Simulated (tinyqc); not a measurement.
Inside a calculation: quasiparticle equation with a plasmon-pole self-energy for two band edges. Values are carried at full precision from step to step, so a last printed digit may differ when a step is redone from the rounded ones.

For each edge E = e + X + Sc(E), with the correlation part Sc(E) = A[0]/(E - a + w) + A[1]/(E - b - w); a and b are the valence and conduction energies that enter the Green function (a = ev, b = ec in the one-shot scheme). Z = 1/(1 - dSc/dE), dSc/dE = -A[0]/(E - a + w)^2 - A[1]/(E - b - w)^2.

Values chosen for the exercise (scales of the order of those of GaN; the results hold for these values, not for the real material):
```
symbol  value         unit  meaning
ev      0             eV    mean-field valence top
ec      1.96          eV    mean-field conduction edge
w       16.5          eV    pole energy
Av      (39, 20.6)    eV^2  weights of the valence state on the hole and electron poles
Ac      (13.9, 41.8)  eV^2  the same for the conduction state
Xv      -1.91         eV    exchange minus the mean-field potential, valence
Xc      2.77          eV    the same, conduction
```

## Linearised one-shot correction

Evaluate Sc and its slope at the mean-field energy; E = e + Z (X + Sc).

Terms:
```
edge        Sc (eV)   dSc/dE       Z  X + Sc (eV)   E (eV)
valence      1.2477  -0.2037  0.8308      -0.6623  -0.5502
conduction  -1.7804  -0.1943  0.8373       0.9896   2.7886
```

gap = 3.3388 eV
gap with Z = 1 = 3.6119 eV

The gap opens by 1.379 eV, 40 % of it by lowering the valence top. Setting Z = 1 would overshoot by 0.273 eV. X and Sc have opposite signs and are each larger than the sum they leave, so both must be converged well.

## Solving the equation for the conduction edge

Newton steps on f(E) = E - ec - Xc - Sc(E) from E = ec; the first step is the linearised result.

Iterates:
```
step   E (eV)   Sc (eV)     f (eV)
0     1.96000  -1.78035  -0.989646
1     2.78862  -1.94665   0.005275
2     2.78426  -1.94574   0.000000
3     2.78426  -1.94574   0.000000
```

The linearisation errs by +4.4 meV, as the shift is only 0.050 of the pole energy.

## All solutions for the valence state

Multiplying out gives a cubic; give its three roots and their weights Z.

roots (eV): [-18.876, -0.549, 19.475]

weights: [0.1262, 0.8262, 0.0475]

The weights add up to 1. The satellite below lies 18.33 eV from the main peak, 11 % more than w: this scheme places plasmon satellites too far out, and gives one where a cumulant form gives a series.

## Updating the energies in the Green function

Solve both equations exactly, put the results in place of a and b, and repeat five times; w is kept.

Cycles (eV):
```
cycle       Ev      Ec     gap
1      -0.5488  2.7843  3.3330
2      -0.5791  2.8795  3.4586
3      -0.5786  2.8909  3.4695
4      -0.5780  2.8924  3.4705
5      -0.5779  2.8927  3.4706
```

The update moves the gap by +138 meV from the one-shot value; each cycle shrinks the change to about 0.09 of the one before.

## Checks

- Sum of the weights of the three roots: both 1.000000.
- Newton result against the root by bisection (eV): both 2.78426.

Program tinyqc; command `OMP_NUM_THREADS=1 python tinyqc.py 1880533 1880534 out.jsonl`; about 0.02 s on one thread of a shared Intel(R) Xeon(R) Processor @ 2.30GHz.
